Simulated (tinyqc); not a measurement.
Thermal stress and diffusional relaxation in a metal film: Coble and Nabarro-Herring creep, cooling and holds: one step, computed by the program tinyqc. Command: `OMP_NUM_THREADS=1 python tinyqc.py 3009112 3009113 out.jsonl creep walk`. One thread of a shared host (Intel(R) Xeon(R) Processor @ 2.30GHz), about 0.02 s of CPU time with the checks.

A thin film on a rigid substrate is stress-free at T0. Tension is positive and the film creeps linearly: d sigma/dt = -M (mismatch) dT/dt - sigma/tau.

Question. Creep at the hold temperature. Creep rate per stress: Nabarro-Herring 14 D Omega/(k_B T d^2), Coble (14 pi) delta D_b Omega/(k_B T d^3), with D = D0 exp(-E/(k_B T)), delta D_b = (delta D_b)0 exp(-E_b/(k_B T)); 1/tau = M x (sum of both)/2 (biaxial strain rate is half the uniaxial one). Temperatures in kelvin are T(C) + 273.15. sigma(t) = sigma_0 exp(-t/tau), relaxed part sigma_0 - sigma(t); the grain size where both mechanisms are equal is pi delta D_b/D.

Inputs (values chosen for the exercise, modelled on gold films on silicon): biaxial modulus M = 140 GPa; atomic volume Omega = 17 angstrom^3; lattice prefactor D0 = 8.2e-06 m^2/s; lattice energy E = 1.79 eV; boundary prefactor (delta D_b)0 = 2.5e-16 m^3/s; boundary energy E_b = 0.857 eV; grain size d = 1.7 um; stress-free temperature T0 = 300 C; hold temperature T = 100 C; hold time t = 300 h; yield stress = 310 MPa.

stress after a quench sigma_0 = 316.4 MPa

Constants: k_B = 1.380649e-23 J/K; k_B = 8.617333262e-05 eV/K.

Give: Nabarro-Herring rate; Coble rate; relaxation time tau; stress after the hold; stress relaxed during the hold; crossover grain size.

Answer.

Nabarro-Herring rate = 8.744e-26 1/(Pa s)

Coble rate = 1.966e-17 1/(Pa s)

relaxation time tau = 201.8 h

stress after the hold = 71.55 MPa

stress relaxed during the hold = 244.9 MPa

crossover grain size = 3.823e+08 um

Coble creep is 2.2e8 times as fast as Nabarro-Herring creep at this grain size. The crossover size is formal, far above any film grain. Caution: the elastic stress exceeds the yield stress, so dislocation glide would cap it first. Caution: bulk creep laws overstate relaxation in a bonded film, where the substrate constrains boundary diffusion, and dislocation glide is left out.
